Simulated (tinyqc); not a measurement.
From results back to parameters: electrons shared among three sets of ellipsoidal valleys. Three cases, with inputs chosen for the exercise.

Problem. With Boltzmann statistics n(L)/n(X) = R exp(-dE/kB T), where R = N_2/N_1 does not depend on T. Two ratios were computed from hidden R and dE.

Constants: kB = 8.617333262e-05 eV/K.

Case 1.

Values chosen (out of a larger set: masses and offsets near those of GaP; mobilities are free inputs, held fixed; not measured data): Ta = 300 K; Tb = 450 K.

ratio at Ta = 9.58728e-06
ratio at Tb = 0.000383023

Case 2.

Values chosen (out of a larger set: masses and offsets near those of AlAs; mobilities are free inputs, held fixed; not measured data): Ta = 300 K; Tb = 600 K.

ratio at Ta = 0.000358105
ratio at Tb = 0.0192457

Case 3.

Values chosen (out of a larger set: masses and offsets near those of GaP; mobilities are free inputs, held fixed; not measured data): Ta = 300 K; Tb = 600 K.

ratio at Ta = 1.23773e-05
ratio at Tb = 0.00272974

Find: dE; R.

Solution. dE = kB ln(ratio_b/ratio_a)/(1/Ta - 1/Tb); then R = ratio_a exp(dE/kB Ta).

Case 1.

dE = 0.286 eV
R = 0.611

Case 2.

dE = 0.206 eV
R = 1.03

Case 3.

dE = 0.279 eV
R = 0.602

Computed by tinyqc, one run a case: `OMP_NUM_THREADS=1 python tinyqc.py N N+1 out.jsonl` with N = 1680314, 1680476, 1680867; one thread of a shared Intel(R) Xeon(R) Processor @ 2.30GHz, about 0.01 s a run at most.
